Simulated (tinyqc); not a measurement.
# IGBT as a p-i-n diode in series with a MOS channel, on-state and switching loss: effect of the high-injection lifetime

High injection (n = p) in a drift layer from x = -W/2 (anode) to +W/2 (cathode side), recombination only in the layer with lifetime tau, ideal emitters. The channel feeds the cathode side and carries the whole current. Auger recombination, carrier-carrier scattering, emitter losses and the carrier dip under the p body are left out.

b = mn/mp, B = (b - 1)/(b + 1), La = sqrt(2 Vt mn mp tau/(mn + mp)), y = W/(2 La). n(x) = (tau J/(2 q La))[cosh(x/La)/sinh y - B sinh(x/La)/cosh y]. Vm = Vt [(8 b/(b + 1)^2)(sinh y/s) arctan(s sinh y) + B ln((1 + B tanh^2 y)/(1 - B tanh^2 y))], s = sqrt(1 - B^2 tanh^2 y); Vj = Vt ln(n(-W/2) n(W/2)/ni^2), ni = sqrt(Nc Nv) exp(-Eg/(2 Vt)), Eg in volts; Vc = J Rch; Von = Vm + Vj + Vc. Stored charge tau J, turn-off energy Eoff = ks tau J Vdc, loss at half duty 0.5 J Von + f Eoff. A unipolar device on the same layer has Vu = J (W/(q mn Nd) + Rch).

Inputs (values chosen for the exercise); material values close to those of silicon:
```
symbol,value,unit,meaning
T,350,K,temperature
Eg,1.11,eV,band gap
Nc,3.47e19,cm^-3,conduction-band density of states at T
Nv,3.33e19,cm^-3,valence-band density of states at T
mn,997,cm^2/(V s),electron mobility
mp,342,cm^2/(V s),hole mobility
W,70,um,width of the drift layer
Nd,1.2e14,cm^-3,doping of the drift layer
J,250,A/cm^2,current density
Rch,2.6,mohm cm^2,channel and accumulation resistance
Vdc,400,V,link voltage
ks,0.08,,turn-off energy per stored charge and link voltage
f,20,kHz,switching frequency
```

Constants: q = 1.602176634e-19 C, kB = 1.380649e-23 J/K, Vt = kB T/q. Results are converted to the units shown.

The same in every row: Vu (V) = 91.946.

Result of one run:
```
y,Von (V),Eoff (mJ/cm^2),total loss (W/cm^2)
1.2267,1.5231,4.2400,275.19
```

Which high-injection lifetime tau gave this result: 0.12, 0.53, 0.86 or 2.3 us?

tau = 0.53 us.

The whole series:
```
tau (us),y,Von (V),Eoff (mJ/cm^2),total loss (W/cm^2)
0.12,2.5779,1.8740,0.96000,253.46
0.2,1.9969,1.6494,1.6000,238.18
0.32,1.5787,1.5617,2.5600,246.41
0.53,1.2267,1.5231,4.2400,275.19
0.86,0.96297,1.5134,6.8800,326.78
1.4,0.75474,1.5186,11.200,413.83
2.3,0.58884,1.5330,18.400,559.63
3.7,0.46426,1.5522,29.600,786.02
6.1,0.36157,1.5760,48.800,1173.0
```

As tau goes from 0.12 to 6.1 us, Von goes from 1.87 through a minimum of 1.51 (at tau = 0.86 us among the rows listed) to 1.58 V, Eoff rises from 0.960 to 48.8 mJ/cm^2 and the total loss goes from 253 through a minimum of 238 (at tau = 0.2 us among the rows listed) to 1170 W/cm^2. Von is below Vu in 9 of the 9 rows. A short lifetime starves the middle of the layer, a long one stores charge, hence the minimum of the loss. For tau = 0.53 to 6.1 us the density at the anode passes 2e17 cm^-3, where Auger recombination and emitter losses matter.

Program tinyqc, `OMP_NUM_THREADS=1 python tinyqc.py 2590066 2590067 out.jsonl`; Intel Xeon 2.30GHz, shared host, one thread, about 0.01 s.
